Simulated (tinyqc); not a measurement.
From results back to parameters: electrons shared among three sets of ellipsoidal valleys. Three cases, with inputs chosen for the exercise.

Problem. With Boltzmann statistics n(Delta4)/n(Delta2) = R exp(-dE/kB T), where R = N_2/N_1 does not depend on T. Two ratios were computed from hidden R and dE.

Constants: kB = 8.617333262e-05 eV/K.

Find: dE; R.

Method. dE = kB ln(ratio_b/ratio_a)/(1/Ta - 1/Tb); then R = ratio_a exp(dE/kB Ta).

Case 1.

Values chosen (out of a larger set: masses and offsets near those of Si; mobilities are free inputs, held fixed; not measured data): Ta = 300 K; Tb = 500 K.

ratio at Ta = 0.0130956
ratio at Tb = 0.0978786

Solution.

dE = 0.130 eV
R = 2.00

Case 2.

Values chosen (out of a larger set: masses and offsets near those of Si; mobilities are free inputs, held fixed; not measured data): Ta = 300 K; Tb = 450 K.

ratio at Ta = 0.0718280
ratio at Tb = 0.217707

Solution.

dE = 0.086 eV
R = 2.00

Case 3.

Values chosen (out of a larger set: masses and offsets near those of Si; mobilities are free inputs, held fixed; not measured data): Ta = 300 K; Tb = 450 K.

ratio at Ta = 0.0905919
ratio at Tb = 0.254138

Solution.

dE = 0.080 eV
R = 2.00

Computed by tinyqc, one run a case: `OMP_NUM_THREADS=1 python tinyqc.py N N+1 out.jsonl` with N = 1652013, 1652390, 1652556; one thread of a shared Intel(R) Xeon(R) Processor @ 2.30GHz, about 0.01 s a run at most.
